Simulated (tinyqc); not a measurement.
Quarter-wave Bragg mirror and the threshold of a vertical cavity: one step of the calculation.

N pairs of lossless layers, each a quarter wave thick at lam, in the order nH, nL from the incident medium n0 to the exit medium ns; normal incidence, no dispersion. At wavelength lam + dw each layer has the phase d = (pi/2) lam/(lam + dw) and the matrix [[cos d, i sin d/n], [i n sin d, cos d]].

Question. Matrix of one pair. The product of the two layer matrices in the order met by the light.

Parameters, values chosen for the exercise; indices close to those of titanium oxide and silicon dioxide: design wavelength lam = 633 nm; high index nH = 2.322; low index nL = 1.453; detuning of the light dw = 4.1 nm.

Give: M of one pair.

Answer.

M of one pair:
```
	1	2
1	-0.626+0.000i	0.000+0.011i
2	0.000+0.038i	-1.598+0.000i
```

Numbers from tinyqc (`OMP_NUM_THREADS=1 python tinyqc.py 2650124 2650125 out.jsonl`; about 0.01 s on one thread of a shared Intel Xeon 2.30GHz).
